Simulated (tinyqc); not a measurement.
Grain growth, pinning, strength and diffusional creep of a polycrystal or thin film: one step, computed by the program tinyqc.

One mean grain size d describes the structure.

Problem. Yield stress. Hall-Petch term k_y/sqrt(d). Orowan term 3.06 x 0.4 G b ln(2 rbar/b)/(pi lambda sqrt(1 - nu)) with nu = 1/3, rbar = sqrt(2/3) r, lambda = rbar (sqrt(pi/f) - 2). The terms are added to sigma_0.

Inputs (values chosen for the exercise, for a model solid):
```
quantity,value,unit
shear modulus G,56.7,GPa
Burgers vector b,3.84,angstrom
anneal temperature T,2025,K
particle volume fraction f,0.00019,-
particle radius r,6.1,nm
friction stress sigma_0,320,MPa
Hall-Petch slope k_y,0.32,MPa m^0.5
```

Sample: bulk.

grain size d = 232.6597 nm

Give: Hall-Petch term; Orowan term; yield stress.

Solution.

Hall-Petch term = 663.42 MPa

Orowan term = 53.651 MPa

yield stress = 1037.1 MPa
